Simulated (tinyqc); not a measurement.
Spin coating of a resist or spin-on film: centrifugal thinning, evaporation and the final thickness (Emslie and Meyerhofer models): one step, computed by the program tinyqc. Command: `OMP_NUM_THREADS=1 python tinyqc.py 3112935 3112936 out.jsonl spincoat walk`. One thread of a shared host (Intel(R) Xeon(R) Processor @ 2.30GHz), about 0.07 s of CPU time with the checks.

A Newtonian film stays uniform over the wafer; solvent and solids have the same density and the concentration is uniform through the thickness.

Task: First explicit step of the full model. omega = 2 pi f/60; nu(c) = nu_s + k c^gamma; evaporation rate e = e0 sqrt(f/1000 rpm). Solids s and liquid l per area start at s = c0 h0, l = (1 - c0) h0. With h = h0 and c = c0: Q = K h^3, K = 2 omega^2/(3 nu); one Euler step of length dt = 0.01 h0/Q for s and l, ds/dt = -c Q, dl/dt = -(1 - c) Q - e.

Inputs (values chosen for the exercise, of the order of those of a polymer resist in an ester solvent): solids volume fraction c0 = 0.22; starting thickness h0 = 300 micrometre.

flow constant K = 6.998332e-04 1/(micrometre^2 s)

evaporation rate e = 0.9486833 micrometre/s

Give: Q; dt; s; l; Q/e at the start.

Result:

Q = 18895 micrometre/s

dt = 1.5877e-04 s

s = 65.34 micrometre

l = 231.66 micrometre

Q/e at the start = 19918
